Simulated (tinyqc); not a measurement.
Chemically amplified photoresist: aerial image, acid generation, bake, development and line width. Changing the acid diffusivity D. Computed by tinyqc, a small Python program. Command: `OMP_NUM_THREADS=1 python tinyqc.py 3031453 3031454 out.jsonl resist sweep`. One thread of a shared host (Intel(R) Xeon(R) Processor @ 2.30GHz), about 0.05 s of CPU time with the checks.

Lines and spaces of pitch p with a two-beam-like image; x = 0 is the middle of the bright space. The resist is positive and treated as uniform in depth.

Inputs (values chosen for the exercise, for a model resist at 13.5 nm):
```
quantity,value,unit
pitch p,32,nm
image contrast c,0.46,-
mean dose E,8.49,mJ/cm^2
Dill parameter C,0.029,cm^2/mJ
"quencher load q, relative to the acid generator",0.16,-
bake time t,90,s
amplification rate k_amp,0.03,1/s
threshold protection m_th,0.57,-
development selectivity n,3,-
largest rate r_max,220,nm/s
smallest rate r_min,0.019,nm/s
resist thickness d,38,nm
development time t_d,60,s
photon energy,91.84,eV
absorption coefficient alpha,6,1/um
```

Method:
- Dose E(x) = E [1 + c cos(2 pi x/p)]; acid h = 1 - exp(-C E(x)).
- Bake: the acid image is blurred by a Gaussian of variance sigma^2 = 2 D t (each Fourier term k of h, taken on 64 points, is multiplied by exp(-4 pi^2 k^2 D t/p^2)).
- Cosine coefficients: h(x) = sum_k h_k cos(2 pi k x/p).
- The quencher then removes q, h_eff = max(h_blurred - q, 0); protection m = exp(-k_amp t h_eff).
- Mack rate r = r_max (a + 1)(1 - m)^n/(a + (1 - m)^n) + r_min, a = ((n + 1)/(n - 1))(1 - m_th)^n.
- Edge: vertical development clears the film where r t_d >= d; the space width is twice the x where r = d/t_d.
- Dose sensitivity = d ln(width)/d ln E from widths at 1.005 E and E/1.005; image log-slope at the edge = |d ln E/dx|, normalised by the width (NILS); latitude for 10 % of width = 10 %/sensitivity.
- The edge lies at x = width/2.
- Absorbed photons per volume N = E(edge) alpha/(photon energy), 1 mJ/cm^2 = 62.41509 eV/nm^2, alpha in 1/nm; a Gaussian blur averages over a volume V = (2 sqrt(pi) sigma)^3; relative noise 1/sqrt(N V); edge noise sigma_x = (dh/d ln E) noise/|dh/dx|, with both derivatives of the blurred acid at the edge.

One run for each value:
```
acid diffusivity D (nm^2/s),dose latitude (%),edge noise from photons (nm),space width (nm),blur factor of the first harmonic
0.00085,9.7749,35.700,19.494,0.99706
0.00150,9.7533,23.379,19.500,0.99481
0.00280,9.7103,14.717,19.512,0.99033
0.00510,9.6345,9.476,19.533,0.98246
0.00930,9.4977,6.144,19.572,0.96825
0.01700,9.2516,4.035,19.648,0.94272
0.03100,8.8191,2.728,19.796,0.89802
0.05600,8.0922,1.952,20.098,0.82340
0.10000,6.9345,1.547,20.746,0.70682
```

Describe and explain the trends.

Over the rows, dose latitude (%) falls from 9.77 to 6.93 (exponent d ln y / d ln x -0.0039 between the first rows and -0.27 between the last); edge noise from photons (nm) falls from 35.7 to 1.55 (exponent d ln y / d ln x -0.75 between the first rows and -0.40 between the last); space width (nm) rises from 19.5 to 20.7 (exponent d ln y / d ln x 5.2e-4 between the first rows and 0.055 between the last). Blur pulls the acid image towards its mean: it flattens the acid slope, averages over more photons, and moves the edge unless the clearing threshold lies at that mean.

Caution (all rows): lateral development, standing waves and the joint diffusion of acid and quencher are left out, so widths are indicative. Caution (rows 8.50e-4, 0.00150, 0.00280, 0.00510, 0.00930, 0.0170): with under about ten photons in the blur volume a Gaussian noise estimate is unreliable. Caution (all rows): the noise counts photons alone (acid and quencher statistics add to it) and takes the film as thicker than the blur; a thinner film averages in two dimensions only.
